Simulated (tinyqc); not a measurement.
Input admittance of a MOSFET at zero drain bias: distributed channel and distributed gate: one step of the calculation.

Source and drain grounded, strong inversion, w = 2 pi f, Cox = eps0 eox/tox. The channel is an RC line of resistance 1/(mu Cox Vo) per square fed from both ends, so one finger has the intrinsic admittance y = i w Cox L tanh(g)/g per width, g = (1/2) sqrt(i w tau), tau = L^2/(mu Vo). The vertical resistance rv/L is in series with y, the overlaps 2 i w Cov in parallel: y_t = 1/(1/y + rv/L) + 2 i w Cov. The gate strip is a line of Rsh/L per length loaded by y_t, so a finger has Y = y_t Wf tanh(k)/k, k = (Wf/sd) sqrt(y_t Rsh/L); the device has Nf Y.

Task. Low-frequency resistances and capacitance. Low-frequency limits, with c = Cox L and ct = c + 2 Cov: R_strip = Rsh Wf/(3 sd^2 L Nf), R_ch = (c/ct)^2 L/(12 mu Cox Vo Wf Nf), R_vert = (c/ct)^2 rv/(L Wf Nf), C = ct Wf Nf.

Parameters, values chosen for the exercise; values of the order met in silicon radio-frequency transistors: relative permittivity of the gate insulator (close to silicon dioxide) eox = 3.9; insulator thickness tox = 1.9 nm; channel length L = 0.9 um; finger width Wf = 8.1 um; number of fingers Nf = 8; channel mobility mu = 120 cm^2/(V s); gate overdrive Vo = 0.62 V; sheet resistance of the gate Rsh = 19 ohm/square; vertical resistivity of the gate stack rv = 2.4 ohm um^2; number of ends at which a finger is contacted sd = 1; overlap and fringe capacitance on each side Cov = 0.18 fF/um.

Constants: eps0 = 8.8541878128e-14 F/cm where lengths are in cm. Results are converted to the units shown.

Wanted: parts; sum; C; 1/(2 pi R C).

Result.

parts (ohm): strip 7.1250, channel 8.1949, vertical 0.039399
sum = 15.359 ohm
C = 1083.3 fF
1/(2 pi R C) = 9.5657 GHz

The channel term is the largest, 53.4 % of the sum.

Numbers from tinyqc (`OMP_NUM_THREADS=1 python tinyqc.py 2262199 2262200 out.jsonl`; about 0.01 s on one thread of a shared Intel Xeon 2.30GHz).
